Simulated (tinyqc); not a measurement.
# Semiconductor laser, carrier and photon rate equations: effect of the confinement factor on threshold and bandwidth

Carrier density N and photon density S in one mode: dN/dt = F1 = eta I/(q V) - (A N + B N^2 + C N^3) - vg g S; dS/dt = F2 = G vg g S + G be B N^2 - S/tp, with g = g0 ln(N/Ntr)/(1 + ec S). Output power P = Fo Eph S V/(G tp). No heating, no carrier transport.

gth = 1/(G vg tp), Nth = Ntr exp(gth/g0), Ith = q V (A Nth + B Nth^2 + C Nth^3)/eta. N and S are the steady state (F1 = F2 = 0, S > 0). Jacobian, with a = g0/(N (1 + ec S)) and d = g/(1 + ec S): J11 = -(A + 2 B N + 3 C N^2) - vg a S, J12 = -vg d, J21 = G vg a S + 2 G be B N, J22 = G vg d - 1/tp. wR^2 = det J, gamma = -trace J, fR = wR/(2 pi); the response wR^2/(wR^2 - w^2 + i gamma w) falls to 1/sqrt(2) at w^2 = x + sqrt(x^2 + wR^4), x = wR^2 - gamma^2/2 (f3dB = w/(2 pi)).

Parameters, values chosen for the exercise:

| symbol | value | unit | meaning |
|---|---|---|---|
| V | 1.1e-11 | cm^3 | active volume |
| vg | 7.36e9 | cm/s | group velocity |
| g0 | 1500 | 1/cm | gain coefficient |
| Ntr | 1.4e18 | cm^-3 | transparency density |
| ec | 1.4e-17 | cm^3 | gain compression |
| tp | 2.9 | ps | photon lifetime |
| A | 2.4e8 | 1/s | defect recombination coefficient |
| B | 8.2e-11 | cm^3/s | radiative coefficient |
| C | 5e-30 | cm^6/s | Auger coefficient |
| be | 0.00017 |  | share of spontaneous emission into the mode |
| eta | 0.72 |  | injection efficiency |
| Fo | 0.47 |  | share of cavity losses that is output |
| Eph | 1.46 | eV | photon energy |
| I | 9 | mA | drive current |

Constants: q = 1.602176634e-19 C. Results are converted to the units shown.

Results:

| G | Ith (mA) | P (mW) | fR (GHz) | gamma (1/ns) | f3dB (GHz) |
|---|---|---|---|---|---|
| 0.047 | 3.331 | 2.793 | 3.333 | 3.596 | 5.151 |
| 0.061 | 2.624 | 3.144 | 4.340 | 5.075 | 6.703 |
| 0.078 | 2.215 | 3.346 | 5.346 | 6.920 | 8.245 |
| 0.1 | 1.944 | 3.481 | 6.442 | 9.343 | 9.914 |
| 0.13 | 1.751 | 3.577 | 7.702 | 12.67 | 11.82 |
| 0.21 | 1.537 | 3.683 | 10.35 | 21.52 | 15.76 |

Estimate the missing row, G = 0.17.

Computed row:

| G | Ith (mA) | P (mW) | fR (GHz) | gamma (1/ns) | f3dB (GHz) |
|---|---|---|---|---|---|
| 0.17 | 1.615 | 3.644 | 9.122 | 17.10 | 13.95 |

With this row back in the table: As G goes from 0.047 to 0.21, Ith falls from 3.33 to 1.54 mA, fR rises from 3.33 to 10.3 GHz, gamma rises from 3.60 to 21.5 1/ns and f3dB rises from 5.15 to 15.8 GHz.

Program tinyqc, `OMP_NUM_THREADS=1 python tinyqc.py 2840023 2840024 out.jsonl`; Intel Xeon 2.30GHz, shared host, one thread, about 0.01 s.
